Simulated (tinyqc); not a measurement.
Energy and delay of logic against supply voltage: one step of the calculation.

One expression serves below and above threshold: I(Vg) = Ik [ln(1 + exp((Vg - VT + dd V)/(al nf Vt)))]^al, with I_on = I(V) and I_off = I(0). Gate delay td = kd C V/I_on, clock period LD td. Per gate and cycle the switching energy is act C V^2 and the leakage energy I_off V LD td. No short-circuit current, no variation. Minima are sought above 0.09 V; below a few Vt gates no longer switch and the model has no meaning.

Task. New V. Minimum-energy supply: E(V) is the energy per gate and cycle; with h = 0.001 V, E' = (E(V + h) - E(V - h))/(2 h), E'' = (E(V - h) - 2 E(V) + E(V + h))/h^2, V(new) = V - E'/E''.

Parameters, values chosen for the exercise; values of the order met in logic technologies:
- T = 250 K (temperature)
- VT = 0.35 V (threshold voltage at zero drain bias)
- nf = 1.08 (slope factor)
- dd = 0.07 (barrier lowering per volt of supply)
- Ik = 0.35 uA (specific current of a gate)
- al = 1.68 (exponent of the current law)
- C = 0.3 fF (load capacitance of a gate)
- kd = 0.7 (delay factor)
- LD = 60 (logic depth)
- act = 0.05 (activity factor)

Constants: q = 1.602176634e-19 C, kB = 1.380649e-23 J/K, Vt = kB T/q. Results are converted to the units shown.

V after iteration 1 = 0.11287911 V

Find: E'; E''; V after iteration 2.

Result.

E' = -28.305 aJ/V
E'' = 633.27 aJ/V^2
V after iteration 2 = 0.15758 V

Computed by the program tinyqc: `OMP_NUM_THREADS=1 python tinyqc.py 2082082 2082083 out.jsonl`, one thread of a shared Intel Xeon 2.30GHz, about 0.01 s for the whole run.
